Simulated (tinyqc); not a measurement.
Bandgap voltage reference from two bipolar transistors: one step of the calculation.

Two transistors of area 1 and N carry the same current I. Is(T) = Is (T/T0)^eta exp[(Vg0 q/kB)(1/T0 - 1/T)], VBE1 = Vt ln(I/Is(T)) + I rb, VBE2 = Vt ln(I/(N Is(T))) + I rb/N. The amplifier forces I R1(T) = VBE1 - VBE2 + Vos, with R(T) = R (1 + tc (T - T0)) for both resistors, and the output is Vref = VBE1 + I R2(T). Base currents and the Early effect are neglected.

Problem. Operating point at the reference temperature. Vt = kB T/q; I = (Vt ln N + Vos)/(R1(T) - rb (1 - 1/N)). Evaluate at T = T0.

Inputs (values chosen for the exercise); values of the order met in silicon bipolar transistors: reference temperature T0 = 300 K; band-gap voltage extrapolated to 0 K Vg0 = 1.141 V; temperature exponent of the saturation current eta = 3.8; saturation current of the unit transistor at T0 Is = 3.6e-18 A; area ratio of the second transistor N = 8; resistor across which the difference of VBE falls, at T0 R1 = 28 kohm; temperature coefficient of both resistors tc = 0 ppm/K; offset of the amplifier Vos = 0 mV; series resistance of the unit transistor rb = 0 ohm; output resistor at T0 R2 = 273.8 kohm.

Constants: q = 1.602176634e-19 C, kB = 1.380649e-23 J/K. Results are converted to the units shown.

Give: Vt; I; Is(T); VBE1; I R2; Vref.

Solution.

Vt = 0.025852 V
I = 1.9199 uA
Is(T) = 3.6000e-18 A
VBE1 = 0.69807 V
I R2 = 0.52567 V
Vref = 1.2237 V

tinyqc, about 0.02 s, one thread, Intel Xeon 2.30GHz (shared host): `OMP_NUM_THREADS=1 python tinyqc.py 2062144 2062145 out.jsonl`
